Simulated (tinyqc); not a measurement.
From results back to parameters: Shockley-Read-Hall recombination through one deep level. Two cases, with inputs chosen for the exercise.

Problem. Deep-level transient spectroscopy: the emission rate is en = gam sigma T^2 exp(-dE/kB T), dE = Ec - Et. Two rates were computed from hidden dE and sigma.

Constants: kB = 8.617333262e-05 eV/K.

Find: ln(en/T^2) at T1 and T2; dE; sigma.

Method. ln(en/T^2) against 1/T is a line of slope -dE/kB and intercept ln(gam sigma); plotting ln en alone would overstate dE by about 2 kB T.

Case 1.

Values chosen (out of a larger set: gap and densities of states near those of SiC at this temperature; not measured data):
- gam = 3e+21 1/(cm^2 s K^2) (vth Nc/T^2, which does not depend on T)
- T1 = 195 K
- T2 = 225 K

en(T1) = 2.23470 1/s
en(T2) = 72.8205 1/s

Solution.

ln(en/T^2) at T1 and T2: -9.7419  -6.5442

dE = 0.403 eV
sigma = 5.1e-16 cm^2

Case 2.

Values chosen (out of a larger set: gap and densities of states near those of GaN at this temperature; not measured data):
- gam = 6.1e+20 1/(cm^2 s K^2) (vth Nc/T^2, which does not depend on T)
- T1 = 223 K
- T2 = 254 K

en(T1) = 6.48092 1/s
en(T2) = 158.128 1/s

Solution.

ln(en/T^2) at T1 and T2: -8.9455  -6.0113

dE = 0.462 eV
sigma = 5.9e-15 cm^2

Computed by tinyqc, one run a case: `OMP_NUM_THREADS=1 python tinyqc.py N N+1 out.jsonl` with N = 1651851, 1651895; one thread of a shared Intel(R) Xeon(R) Processor @ 2.30GHz, about 0.01 s a run at most.
